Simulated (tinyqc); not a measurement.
Equilibrium crystal shape, supported particles, Gibbs-Thomson effect and coarsening: one step, computed by the program tinyqc. Command: `OMP_NUM_THREADS=1 python tinyqc.py 3031521 3031522 out.jsonl wulff walk`. One thread of a shared host (Intel(R) Xeon(R) Processor @ 2.30GHz), about 0.04 s of CPU time with the checks.

A cubic crystal bounded by {100}, {110} and {111} facets only.

Problem. Gibbs-Thomson solubility and coarsening. Spherical precipitates of nearly pure solute with atomic volume Omega: x(r) = x_inf exp(l/r), l = 2 gamma_i Omega/(k_B T). Diffusion-limited coarsening at small volume fraction (Lifshitz-Slyozov-Wagner): r^3 = r0^3 + K t, K = (4/9) D x_inf l; the number density falls as (r0/r)^3. The steady size distribution is assumed from the start, and D and x_inf are inputs that do not follow T.

Inputs (values chosen for the exercise, for a model metal): temperature T = 650 K; precipitate interface energy gamma_i = 0.35 J/m^2; solubility x_inf at a flat interface = 3.5e-05; diffusivity D = 3.2e-18 m^2/s; mean radius at the start r0 = 9.4 nm; time t = 440 s.

Omega = 35.99565 angstrom^3

Constants: k_B = 1.380649e-23 J/K.

Give: capillary length l; x(r0)/x_inf; rate constant K; mean radius at t; number density over its start.

Solution.

capillary length l = 2.808 nm

x(r0)/x_inf = 1.348

rate constant K = 1.398e-04 nm^3/s

mean radius at t = 9.400 nm

number density over its start = 0.9999

The time to double the radius is 7 r0^3/K = 4.2e7 s; t is 1.1e-5 times that. Caution: l is not small against r0, so the linearised Gibbs-Thomson law behind the coarsening rate is rough.
